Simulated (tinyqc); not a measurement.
Worked calculation: Hubbard ring of 4 sites. Computed by tinyqc, a small Python program that keeps every step. Settings: hopping = 1.9, U = 7.8, mixing = 1, iteration cap = 71. Command: `OMP_NUM_THREADS=1 python tinyqc.py 21370 21371 out.jsonl` (the two numbers bound the seeds that draw the settings). One thread of a shared host (Intel(R) Xeon(R) Processor @ 2.60GHz), about 0.2 s of CPU time with the checks.

one-body matrix (hopping and site energies) (eV), lower triangle:
```
           1          2          3         4
1  -0.400000
2  -1.900000   0.290000
3   0.000000  -1.900000   0.380000
4  -1.900000   0.000000  -1.900000  0.920000
```

U = 7.800000 eV

electrons, up and down: 2  2

n(up) at the start (a guess, not normalised): 1 0.500000, 2 0.500000, 3 0.500000, 4 0.500000

n(down) at the start (a guess): 1 0.500000, 2 0.500000, 3 0.500000, 4 0.500000

Each step fills the lowest levels of T + U n(other spin) and sets n(new) = n + mixing (n(out) - n); stop when output and input agree to 1e-8.

Course of the cycle:
```
iteration      E (eV)  largest |n(out) - n(in)|  mean |n_up - n_down|
1          2.94155414                  3.12e-01              0.000000
2          6.89764858                  6.66e-01              0.000000
3          7.21142428                  7.69e-01              0.000000
4          8.86744543                  8.07e-01              0.000000
5          7.72391320                  8.19e-01              0.000000
6          9.00100059                  8.22e-01              0.000000
7          7.75254991                  8.22e-01              0.000000
8          9.00820528                  8.23e-01              0.000000
9          7.75406621                  8.23e-01              0.000000
10         9.00858842                  8.23e-01              0.000000
11         7.75414645                  8.23e-01              0.000000
...               ...                       ...                   ...
61         7.75415093                  8.23e-01              0.000000
62         9.00860991                  8.23e-01              0.000000
63         7.75415093                  8.23e-01              0.000000
64         9.00860991                  8.23e-01              0.000000
65         7.75415093                  8.23e-01              0.000000
66         9.00860991                  8.23e-01              0.000000
67         7.75415093                  8.23e-01              0.000000
68         9.00860991                  8.23e-01              0.000000
69         7.75415093                  8.23e-01              0.000000
70         9.00860991                  8.23e-01              0.000000
71         7.75415093                  8.23e-01              0.000000
```

Can the last value be used, and what does the course show?

Not by the stop rule. Not converged within 71 iterations: the residual has stopped falling: the iteration swings between two states. The lowest mean-field energy found from random starts is -2.11308 eV. Reruns (cap 100 unless said): mixing 0.2: not converged; mixing 0.5: not converged; mixing 0.9: not converged; the original settings with a cap of 400: not converged.
